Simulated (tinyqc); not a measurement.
# Inputs raised by 2 %, one at a time

Model: Heisenberg spin cluster by exact diagonalisation: multiplets, susceptibility, level crossings. Computed by tinyqc, a small Python program. Command: `OMP_NUM_THREADS=1 python tinyqc.py 3023231 3023232 out.jsonl spincl sens`. One thread of a shared host (Intel(R) Xeon(R) Processor @ 2.30GHz), about 0.01 s of CPU time with the checks.

H = J1 sum S_i.S_j over the bonds 1-2, 3-4 + J2 sum over 2-3 - g mu_B B S_z; J > 0 is antiferromagnetic.

Inputs (values chosen for the exercise, for a model cluster):
```
quantity        value  unit
exchange J1     0.679   meV
exchange J2    -0.042   meV
g factor         2.19     -
temperature T     4.8     K
field B            22     T
```

Cluster: chain of four, J1 outer bonds and J2 in the middle. Spin s of each site: 0.5.

Constants: k_B = 8.617333262e-05 eV/K; mu_B = 5.7883818060e-05 eV/T.

Method:
- Every multiplet has one member in the block S_z = 0; diagonalise it and read the total spin from <S^2> = S (S + 1).
- Z = sum k (2S + 1) exp(-E/(k_B T)) over the table, k the number of multiplets; <S^2> likewise with the factor S (S + 1); chi T = N_A g^2 mu_B^2 <S^2>/(3 k_B) = 0.125049 g^2 <S^2> cm^3 K/mol (cgs, per mole of clusters); C = (<E^2> - <E>^2)/(k_B T)^2; entropy = ln Z + <E>/(k_B T).
- Each multiplet splits as E - g mu_B B m; <S_z> is the Boltzmann mean. The first level crossing is at the smallest (E_S - E_0)/(g mu_B (S - S_0)) over higher spins (0 if the ground state has the highest spin).

Runs:
```
input moved          from        to  heat capacity (k_B)  entropy (k_B)  <S_z>  gap to the next level (meV)
base run                -         -                1.252          2.122  1.986                       0.6687
exchange J1 (meV)   0.679   0.69258                1.291          2.097  1.986                       0.6823
exchange J2 (meV)  -0.042  -0.04284                1.252          2.122  1.986                       0.6685
g factor             2.19    2.2338                1.252          2.122  1.988                       0.6687
temperature T (K)     4.8     4.896                1.214          2.147  1.984                       0.6687
field B (T)            22     22.44                1.252          2.122  1.988                       0.6687
```

Exponents ln(y'/y) / ln(x'/x):
```
input          heat capacity  entropy   <S_z>  gap to the next level
exchange J1            1.547   -0.603  -0.010                  1.015
exchange J2           -0.001    0.000   0.000                 -0.015
g factor               0.000    0.000   0.045                  0.000
temperature T         -1.580    0.578  -0.040                  0.000
field B                0.000    0.000   0.045                  0.000
```

Among the inputs moved here: heat capacity answers most in size to temperature T (exponent -1.580), next to exchange J1 (+1.547); its exponent is below 0.0005 for g factor, field B. entropy answers most in size to exchange J1 (exponent -0.603), next to temperature T (+0.578); its exponent is below 0.0005 for exchange J2, g factor, field B. <S_z> answers most in size to g factor (exponent +0.045), and about equally to field B (+0.045); its exponent is below 0.0005 for exchange J2. gap to the next level answers most in size to exchange J1 (exponent +1.015), next to exchange J2 (-0.015); its exponent is below 0.0005 for g factor, temperature T, field B.
